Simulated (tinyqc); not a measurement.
Interstitial-substitutional diffusion of a fast metal impurity in a wafer (kick-out and dissociative mechanisms): one step, computed by the program tinyqc. Command: `OMP_NUM_THREADS=1 python tinyqc.py 3027190 3027191 out.jsonl kickout walk`. One thread of a shared host (Intel(R) Xeon(R) Processor @ 2.30GHz), about 0.2 s of CPU time with the checks.

The metal moves as an interstitial A_i and dissolves on lattice sites either by kicking out a self-interstitial (A_i = A_s + I) or by filling a vacancy (A_i + V = A_s). With A_i at its solubility, local equilibrium and c = C_s/C_s*, self-interstitials and vacancies obey C_I/C_I* = 1/c and C_V/C_V* = c.

Task: Diffusivity against concentration. In defect-free silicon dc/dt = d/dx [(D_K/c^2 + D_F) dc/dx], c = 1 at both faces. D_K = D_I C_I*/C_s* and D_F = D_V C_V*/C_s*. The two terms are equal at c* = sqrt(D_K/D_F). Take c = 1, 0.5, 0.2, 0.1, 0.03 and 0.01.

Inputs (values chosen for the exercise, loosely like those of gold in silicon): temperature T = 1025 C.

D_K = 5.506219e-10 cm^2/s

D_F = 3.523492e-10 cm^2/s

Give: c*; Effective diffusivity (cm^2/s).

Result:

c* = 1.250

Effective diffusivity (cm^2/s):
```
c     kick-out term      total
1.00      5.506e-10  9.030e-10
0.50      2.202e-09  2.555e-09
0.20      1.377e-08  1.412e-08
0.10      5.506e-08  5.541e-08
0.03      6.118e-07  6.122e-07
0.01      5.506e-06  5.507e-06
```
